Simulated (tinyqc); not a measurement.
Surface photovoltage measurement of the minority-carrier diffusion length in a wafer: one step, computed by the program tinyqc.

Low injection, steady light, a depletion layer much thinner than 1/alpha and L. The excess density dn is taken at the front edge of the neutral region; light that reaches the back is lost.

Task: One wavelength. alpha = (84.732/lambda - 76.417)^2 per cm with lambda in micrometre (an empirical fit for silicon between 0.7 and 1.05 micrometre). Thick wafer: dn = Phi L/((S_f + D/L)(L + 1/alpha)). Finite wafer, with s = S_b L/D, w = W/L, a = alpha L: dn = [Phi a/(a^2 - 1)] [a - B - exp(-alpha W)(a - s)/(cosh w + s sinh w)]/(S_f + B D/L), B = (sinh w + s cosh w)/(cosh w + s sinh w). Photovoltage V = (k_B T/e) ln(1 + dn/n_0). Lifetime = L^2/D.

Inputs (values chosen for the exercise, modelled on p-type silicon at room temperature):

| quantity | value | unit |
|---|---|---|
| diffusion length L | 760 | micrometre |
| wafer thickness W | 775 | micrometre |
| diffusivity D | 31.8 | cm^2/s |
| front recombination velocity S_f | 860 | cm/s |
| back recombination velocity S_b | 5300 | cm/s |
| photon flux entering | 1.9e+12 | 1/(cm^2 s) |
| minority density at the surface barrier scale n_0 | 2.3e+09 | 1/cm^3 |
| temperature T | 298 | K |
| wavelength | 815 | nm |

Constants: k_B = 8.617333262e-05 eV/K.

Give: alpha; penetration depth 1/alpha; dn, thick wafer; B; dn, finite wafer; photovoltage V; lifetime.

Result:

alpha = 758.9 1/cm

penetration depth 1/alpha = 13.18 micrometre

dn, thick wafer = 1.461e+09 1/cm^3

B = 1.250

dn, finite wafer = 1.344e+09 1/cm^3

photovoltage V = 11.82 mV

lifetime = 181.6 microsecond

Caution: dn is not small against n_0, so V is not linear in the flux; the constant-flux reading then needs dn, not V.
